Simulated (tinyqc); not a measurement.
Against thickness at fixed field: leakage through a gate insulator: direct, Fowler-Nordheim, trap-assisted and Poole-Frenkel currents. Computed by tinyqc, a small Python program. Command: `OMP_NUM_THREADS=1 python tinyqc.py 3027157 3027158 out.jsonl oxideleak walk`. One thread of a shared host (Intel(R) Xeon(R) Processor @ 2.30GHz), about 0.01 s of CPU time with the checks.

Electrons enter from the cathode Fermi level at x = 0; the conduction band of the insulator lies phi_b - e F x above it, F = V/t. WKB exponents use a parabolic band with mass m.

Inputs (values chosen for the exercise, with an insulator like SiO2):

| quantity | value | unit |
|---|---|---|
| thickness t | 6.5 | nm |
| barrier phi_b | 3.13 | eV |
| tunnelling mass m | 0.43 | m_0 |
| static constant eps_ox | 3.79 | - |
| voltage across the insulator V | 2 | V |
| trap depth phi_t | 2.2 | eV |
| trap density N_t | 2.9e+19 | cm^-3 |
| attempt rate nu_0 | 2e+13 | 1/s |
| activation of capture E_a | 0.097 | eV |
| temperature T | 350 | K |

Constants: hbar^2/(2 m_0) = 3.80998212 eV angstrom^2; e = 1.602176634e-19 C; hbar = 1.054571817e-34 J s; k_B = 8.617333262e-05 eV/K.

Method:
- For a level a distance phi(x) below the band, the WKB exponent is 2 int kappa dx with kappa = sqrt(m phi/(hbar^2/2m_0)); for a linear barrier from phi_1 down to phi_2 = max(phi_1 - e F d, 0) it is G = (4/3) sqrt(m/(hbar^2/2m_0)) (phi_1^(3/2) - phi_2^(3/2))/(e F).
- J_tun = e^3 F^2/(16 pi^2 hbar m phi_b) x exp(-G) / [1 - sqrt(phi_2/phi_b)]^2 with the free-electron mass in the cathode (m in m_0), phi_2 = max(phi_b - e V, 0): direct tunnelling for e V < phi_b, Fowler-Nordheim above. Image forces, back-flow and the limit on supply are left out, so J_tun is overstated below about 0.5 V.
- Equivalent oxide thickness = 3.9 t/eps_ox.
- A trap at depth x lies phi_t below the band. Capture: tunnel at the cathode Fermi level from 0 to x (G_in from phi_1 = phi_b), rate nu_0 exp(-G_in - E_c/k_B T) with E_c = E_a + max(phi_b - phi_t - e F x, 0), the last term being the height of the trap above the cathode Fermi level. Emission: tunnel from the trap level to the anode (G_out from phi_1 = phi_t over t - x), rate nu_0 exp(-G_out - E_a/k_B T). Re-emission to the cathode follows from detailed balance, rate_back = rate_in exp(dE/k_B T) with dE = phi_b - phi_t - e F x. Each trap passes R = rate_in rate_out/(rate_in + rate_back + rate_out) electrons per second; filling from the anode is left out.
- J_TAT = e N_t int_0^t R dx by the midpoint rule on 400 intervals; the most effective depth is the midpoint with the largest R, rounded to 0.01 nm.

field F = 3.07692 MV/cm

Currents:

| t (nm) | V (V) | J_tun (A/cm^2) | J_TAT (A/cm^2) |
|---|---|---|---|
| 1.2 | 0.3692 | 2.8730e+03 | 2.9963e-09 |
| 1.6 | 0.4923 | 1.9113e+01 | 2.9684e-09 |
| 2.2 | 0.6769 | 1.5727e-02 | 2.8771e-09 |
| 3.0 | 0.9231 | 2.2034e-06 | 2.9567e-09 |
| 4.0 | 1.2308 | 7.6549e-11 | 2.1474e-09 |
| 5.5 | 1.6923 | 8.0765e-17 | 1.0578e-09 |
| 7.5 | 2.3077 | 2.3092e-23 | 2.8105e-11 |
| 10.0 | 3.0769 | 1.6724e-28 | 1.0266e-14 |

Between the first rows J_tun falls by 5.44 decades per nm. J_TAT overtakes J_tun between 3 and 4 nm. Below about 0.5 V the formula for J_tun, which has no back-flow, overstates the current.

Extremes, crossings and ranges named in words are read from the listed rows.
